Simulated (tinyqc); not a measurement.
## Modulation-doped quantum well, Poisson-Schroedinger loop with local exchange and correlation: effect of the well width

A well of width L centred at z = 0 between barriers Vb; effective-mass electrons, parabolic bands. The electrons come from donor sheets outside the mesh, a share fL of Ns on the left and the rest on the right, so the structure is neutral. Energies are counted from the band edge of the well, with U = 0 on the first node in the Hartree part.

Schroedinger equation -C d/dz (1/m) dpsi/dz + (V0 + U) psi = E psi, C = hbar^2/(2 m0), on a fine mesh (400 intervals across the well) with hard walls 4.5 nm outside the well edges (to within half a fine step); the lowest 2 levels are kept. V0 = 0 in the well and Vb outside, plus q Fz z (1 kV/cm = 1e-4 eV/nm). N_k = D Vt ln(1 + exp((EF - E_k)/Vt)), D = md m0 q/(pi hbar^2), sum N_k = Ns; n = sum N_k |psi_k|^2. dU/dz = q (fL Ns - integral of n from the left)/(eps0 eps_r). Added to it: V_xc = -(2 Ry/(pi al rs)) [1 + 0.7734 (rs/21) ln(1 + 21/rs)] (Hedin-Lundqvist), al = (4/(9 pi))^(1/3), rs = (3/(4 pi n))^(1/3)/aB, aB = 4 pi eps0 eps_r hbar^2/(md m0 q^2), Ry = q/(8 pi eps0 eps_r aB) in eV. The loop is converged to 1e-9 eV; shares under 0.001 % are printed as 0.

Parameters, values chosen for the exercise; material values close to those of In0.53Ga0.47As in InAlAs:

| symbol | value | unit | meaning |
|---|---|---|---|
| T | 300 | K | temperature |
| mw | 0.0408 | m0 | mass along z in the well |
| mb | 0.0754 | m0 | mass along z in the barriers |
| md | 0.0399 | m0 | in-plane mass |
| Vb | 0.511 | eV | barrier height |
| eps_r | 14.1 |  | relative permittivity (all layers) |
| Ns | 2e12 | cm^-2 | sheet density of electrons |
| fL | 0.5 |  | share of the donors on the left side |
| Fz | 0 | kV/cm | applied field along z |

Constants: q = 1.602176634e-19 C, kB = 1.380649e-23 J/K, hbar = 1.054571817e-34 J s, m0 = 9.1093837015e-31 kg, Vt = kB T/q, eps0 = 8.8541878128e-14 F/cm where lengths are in cm, hbar^2/(2 m0) = 0.0380998212 eV nm^2. Results are converted to the units shown.

The same in every row: centroid (nm) = 0.

Results:
```
L (nm),E2 - E1 (meV),EF - E1 (meV),share of E2 (%),charge in the barriers (%),range of U in the well (meV)
5.7,307,120,0.0156,8.24,14.4
7.2,230,119,0.292,5.45,20.2
9,167,116,2.85,3.86,27.4
11,121,107,10.1,3.11,34.9
18,46.4,79.4,32.8,1.83,57.3
```

Estimate the missing row, L = 14 nm.

Computed row:
```
L (nm),E2 - E1 (meV),EF - E1 (meV),share of E2 (%),charge in the barriers (%),range of U in the well (meV)
14,78.2,93.0,21.9,2.44,45.1
```

With this row back in the table: As L goes from 5.7 to 18, E2 - E1 falls from 307 to 46.4 meV, EF - E1 falls from 120 to 79.4 meV and the share of E2 rises from 0.0156 to 32.8 %. EF lies above E2 for L = 14, 18. The spacing goes as L^(-1.64) over the table; an empty well with infinite walls would give -2. For L = 18 E2 holds over 8 % and the third level, left out, lies near enough to EF to take a share too. For L = 5.7, 7.2, 9 E2 or EF lies over 150 meV above E1, where non-parabolicity matters for so light a mass.

Numbers from tinyqc (`OMP_NUM_THREADS=1 python tinyqc.py 2140011 2140012 out.jsonl`; about 0.1 s on one thread of a shared Intel Xeon 2.30GHz).
